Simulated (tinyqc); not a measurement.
Partial widths from the peak.

Question. A Breit-Wigner resonance has total width G = GL + GR and peak transmission Tp = 4 GL GR/G^2. GL is known to be the larger. Find GL, GR and the lifetime hbar/G.

Constants: q = 1.602176634e-19 C, hbar = 1.054571817e-34 J s. Results are converted to the units shown.

G = 16.540619 meV
Tp = 0.84827788

Answer. GL and GR have the sum G and the product Tp G^2/4, so they are (G/2)(1 +/- sqrt(1 - Tp)).

GL = 11.5 meV
GR = 5.05 meV
lifetime = 39.8 fs

Program tinyqc, `OMP_NUM_THREADS=1 python tinyqc.py 2600063 2600064 out.jsonl`; Intel Xeon 2.30GHz, shared host, one thread, about 0.07 s.
